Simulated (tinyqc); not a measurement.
Changing the carrier density n: mobility of a non-polar semiconductor in the relaxation-time approximation. Computed by tinyqc, a small Python program. Command: `OMP_NUM_THREADS=1 python tinyqc.py 3004656 3004657 out.jsonl rta sweep`. One thread of a shared host (Intel(R) Xeon(R) Processor @ 2.30GHz), about 0.03 s of CPU time with the checks.

Each valley is treated as a sphere of mass m_d for states and rates, with one isotropic relaxation time; the conductivity mass m_c sets the current.

Inputs (values chosen for the exercise, modelled on electrons in germanium): longitudinal mass m_l = 1.56 m_0; transverse mass m_t = 0.0827 m_0; equivalent valleys Z = 4; static permittivity eps_s = 16; density rho = 5323 kg/m^3; sound velocity v_l = 5440 m/s; acoustic deformation potential D_A = 11 eV; phonon energy hbar w = 33.3 meV; optical or intervalley deformation potential D_o = 5.2 1e8 eV/cm; final valleys Z_f = 3; compensation ratio C = 0; temperature T = 100 K; neutral impurity density N_n = 2.5e+16 1/cm^3.

Band: parabolic. Impurity formula: Conwell-Weisskopf. Further scattering: neutral impurities.

Constants: k_B = 8.617333262e-05 eV/K; m_0 = 9.1093837015e-31 kg; e = 1.602176634e-19 C; hbar = 1.054571817e-34 J s; eps_0 = 8.8541878128e-12 F/m; k_B = 1.380649e-23 J/K; hbar = 6.582119569e-16 eV s.

Method:
- m_d = (m_l m_t^2)^(1/3); 1/m_c = (1/m_l + 2/m_t)/3; Hall mass factor A = 3 K_m (K_m + 2)/(2 K_m + 1)^2, K_m = m_l/m_t; N_I = n (1 + C)/(1 - C).
- Parabolic band: E = hbar^2 k^2/(2 m), speed v = hbar k/m, states per spin, volume and energy g(E) = m k/(2 pi^2 hbar^2). Here m = m_d. Masses are multiplied by m_0 and all formulas are in SI units.
- The reduced Fermi level eta = E_F/(k_B T) solves n = 2 Z int g f dE with f = 1/(1 + exp(x - eta)) (Z = 1 unless valleys are given); screening length L_s = sqrt(eps_s eps_0 k_B T/(e^2 dn/deta)), dn/deta = 2 Z int g f (1 - f) dE.
- Integrals over x = E/(k_B T) use 160 Gauss-Legendre points in u = sqrt(x) from 0 to sqrt(max(eta, 0) + 32).
- Phonon occupation N_q = 1/(exp(hbar w/(k_B T)) - 1).
- Acoustic deformation potential (elastic, equipartition, absorption and emission together): 1/tau = 2 pi k_B T D_A^2 g(E)/(hbar rho v_l^2).
- Optical or intervalley deformation potential: 1/tau = (pi Z_f D_o^2/(rho w)) [N_q g(E + hbar w) + (N_q + 1) g(E - hbar w)], with g = 0 below the band edge.
- Each optical term is multiplied by (1 - f(E'))/(1 - f(E)), E' the final energy, for Pauli blocking.
- Singly charged impurities, momentum relaxation: 1/tau = N_I e^4 m (1 + 2 alpha E) Phi/(8 pi (eps_s eps_0)^2 hbar^3 k^3), with alpha = 0 for a parabolic band.
- Conwell-Weisskopf: Phi = ln(1 + y^2), y = 4 pi eps_s eps_0 E N_I^(-1/3)/e^2 (largest impact parameter N_I^(-1/3)/2).
- Neutral impurities (Erginsoy): 1/tau = 20 N_n a_B hbar/m, a_B = 4 pi eps_s eps_0 hbar^2/(m e^2).
- mu = (m_d/m_c) (2 Z e/(3 n k_B T)) int g v^2 tau f (1 - f) dE.
- Averages over x are split at the emission threshold x_0 = hbar w/(k_B T): 64 Gauss-Legendre points in sqrt(x) below it and 128 in sqrt(x - x_0) above it, up to x = max(eta, 0) + 32.
- Rates are added at each energy before the average. With <y> = int g v^2 y f (1 - f) dE: Hall factor r_H = A (3 n k_B T/(2 Z m_d)) <tau^2/(1 + 2 alpha E)>/<tau>^2 (alpha = 0 for a parabolic band); Hall mobility r_H mu; |S| = (k_B/e) (<x tau>/<tau> - eta); resistivity 1/(n e mu).
- Matthiessen's rule adds 1/mu of the separate processes.

One run for each value; columns: (1) carrier density n (1/cm^3); (2) drift mobility mu (cm^2/(V s)); (3) resistivity (ohm cm); (4) Seebeck coefficient |S| (microvolt/K); (5) reduced Fermi level eta; (6) Hall factor r_H; (7) excess of Matthiessen's rule over the full mu (%):
```
(1)          (2)         (3)     (4)     (5)      (6)     (7)
1.00e+14  9235.6  6.7581e+00  1046.9  -9.901  0.80808   6.142
4.60e+14  9087.8  1.4930e+00   916.8  -8.375  0.80568   7.048
2.20e+15  8608.2  3.2958e-01   786.1  -6.810  0.80079   9.594
1.00e+16  7431.1  8.3992e-02   664.9  -5.294  0.79703  14.220
4.60e+16  5319.1  2.5509e-02   549.0  -3.762  0.80376  17.268
2.20e+17  2918.4  9.7211e-03   431.1  -2.166  0.82171  12.269
1.00e+18  1358.1  4.5959e-03   308.5  -0.515  0.82765   5.037
4.60e+18   607.3  2.2343e-03   184.2   1.626  0.81398   1.535
2.20e+19   299.5  9.4732e-04    88.7   5.845  0.80128   0.443
1.00e+20   186.7  3.3434e-04    37.8  16.384  0.79199   0.193
```

Over the rows, drift mobility mu (cm^2/(V s)) falls from 9240 to 187 (exponent d ln y / d ln x -0.011 between the first rows and -0.31 between the last); resistivity (ohm cm) falls from 6.76 to 3.34e-4 (exponent d ln y / d ln x -0.99 between the first rows and -0.69 between the last); Seebeck coefficient |S| (microvolt/K) falls from 1050 to 37.8 (exponent d ln y / d ln x -0.087 between the first rows and -0.56 between the last). At the low end the exponent of resistivity is -0.99, close to -1: the mobility is nearly constant there, so the resistivity follows 1/n. The mobility has fallen to half its first value between 4.60e16 and 2.20e17 per cm^3. The Fermi level enters the band between 1.00e18 and 4.60e18 per cm^3. While the gas is classical |S| falls by k_B/e ln 10 = 198 microvolt/K per decade if the scattering stays the same; between the first two rows it falls by 196 per decade. The Hall factor peaks at 0.83.

Caution (all rows): Erginsoy's formula holds for k a_B below about 0.5 and for dopants that stay neutral, which means low temperature; elsewhere it is only a rough constant rate. Caution (all rows): n is taken as given; at low temperature (in diamond even at 300 K) real dopants can freeze out, which changes n and N_I. Caution (rows 4.60e18, 2.20e19, 1.00e20): above a few 1e18 per cm^3 the Born approximation, static screening and an unperturbed band are rough; measured mobilities are usually lower.

Extremes, crossings and ranges named in words are read from the listed rows.
